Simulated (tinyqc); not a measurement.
Anneal temperature: kinetics of strain relaxation and threading dislocations in mismatched semiconductor layers. Computed by tinyqc, a small Python program. Command: `OMP_NUM_THREADS=1 python tinyqc.py 3000323 3000324 out.jsonl threading walk`. One thread of a shared host (Intel(R) Xeon(R) Processor @ 2.30GHz), about 0.01 s of CPU time with the checks.

60-degree dislocations on {111} planes of a (001) layer, isotropic elasticity. The Schmid factor is 1/sqrt(6), and a misfit segment relieves strain with b/2.

Inputs (values chosen for the exercise, modelled on Ge on Si):

| quantity | value | unit |
|---|---|---|
| misfit f | 0.0396 | - |
| shear modulus G | 57.3 | GPa |
| Poisson ratio nu | 0.26 | - |
| Burgers vector b | 4 | angstrom |
| glide activation energy Q | 1.65 | eV |
| velocity prefactor v0 | 24000 | m/s per MPa |
| layer thickness h | 16 | nm |
| anneal temperature T | 584 | K |
| anneal time t | 860 | s |
| initial thread density rho_0 | 72000 | 1/cm^2 |
| multiplication constant delta | 6500 | 1/m |

Sources: multiplication.

Constants: k_B = 8.617333262e-05 eV/K.

Method:
- Excess resolved stress tau = (1/sqrt 6) [2 G (1 + nu)/(1 - nu)] (e - e_eq), e_eq = b (1 - nu/4) [ln(h/b) + 1]/(4 pi (1 + nu) h), the Matthews-Blakeslee strain of an uncapped layer; glide velocity v = v0 tau exp(-Q/(k_B T)), tau in MPa.
- Threads run in two directions, so de/dt = -(b/4) rho v, and they multiply as d rho/dt = delta rho v. With x = e - e_eq, x0 = f - e_eq (fully strained at t = 0) and v = m S x (m the mobility, S x = tau): rho = rho_0 + (4 delta/b)(x0 - x), so dx/dt = -k x (a - x), k = delta m S, a = x0 + b rho_0/(4 delta): a logistic law, x = a/[1 + (a/x0 - 1) exp(k a t)].
- The half time is that at which x = x0/2.

half time = 3411.04 s

excess stress tau = 2603.16 MPa

equilibrium strain e_eq = 0.00692214

After the time t:

| T (K) | first velocity (micrometre/s) | relieved (%) | threads (1/cm^2) | half time (s) |
|---|---|---|---|---|
| 532 | 1.4616e-02 | 2.8857e-03 | 7.8129e+04 | 8.4077e+04 |
| 550 | 4.7466e-02 | 1.0300e-02 | 9.3877e+04 | 2.5889e+04 |
| 572 | 1.8109e-01 | 5.9361e-02 | 1.9809e+05 | 6.7859e+03 |
| 589 | 4.7587e-01 | 4.4902e-01 | 1.0258e+06 | 2.5823e+03 |
| 610 | 1.4572e+00 | 5.3952e+01 | 1.1467e+08 | 8.4329e+02 |
| 623 | 2.8053e+00 | 9.9955e+01 | 2.1238e+08 | 4.3804e+02 |
| 643 | 7.2972e+00 | 1.0000e+02 | 2.1248e+08 | 1.6840e+02 |
| 674 | 2.8706e+01 | 1.0000e+02 | 2.1248e+08 | 4.2808e+01 |

What does the comparison show, and why?

The half time follows exp(Q/(k_B T)), a decade for each 45 K near 610 K. Relief goes from 0.45 % at 589 K to 100.0 % at 623 K: with multiplication the onset is abrupt, after an incubation in which threads breed, and the final density is set by delta, not by rho_0. Caution: at stresses above about 1 GPa the linear velocity law understates glide, as stress lowers the kink barrier. Caution: at such misfit the layer islands and relaxes during the first nanometres, so a uniform strained start is an idealisation. Caution: rows with more than 50 % relieved leave out blocking by crossing misfit lines, which slows real layers.

Extremes, crossings and ranges named in words are read from the listed rows.
